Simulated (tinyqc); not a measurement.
## Error from band bending against W

In A the levels shift by pb (1 - z/W)^2 for z < W. The signal from depth z is weighted by exp(-z/le)/le, so the centroid shifts by pb [1 - 2/a + (2/a^2)(1 - exp(-a))], a = W/le, and the error of iA against its value at the interface is that less pb.

Parameters, values chosen for the exercise:
- pb = 0.53 V (band bending in A at the interface)
- le = 1.7 nm (escape depth)

Error from band bending against W:

| W (nm) | a | centroid shift (eV) | error (meV) |
|---|---|---|---|
| 2.8 | 1.647 | 0.2019 | -328.1 |
| 5 | 2.941 | 0.2857 | -244.3 |
| 8.6 | 5.059 | 0.3616 | -168.4 |
| 15 | 8.824 | 0.4235 | -106.5 |
| 26 | 15.29 | 0.4652 | -64.78 |
| 45 | 26.47 | 0.4915 | -38.53 |
| 79 | 46.47 | 0.5077 | -22.32 |
| 140 | 82.35 | 0.5173 | -12.72 |
| 240 | 141.2 | 0.5225 | -7.455 |

What does the table show?

The size of the error falls from 328 to 7.46 meV; for large a it is 2 |pb|/a. It is below 50 meV, a typical accuracy of the method, in 4 of the 9 rows. Heavily doped substrates and deep-probing photons need the correction.

Computed by the program tinyqc: `OMP_NUM_THREADS=1 python tinyqc.py 2410171 2410172 out.jsonl`, one thread of a shared Intel Xeon 2.30GHz, about 0.01 s for the whole run.
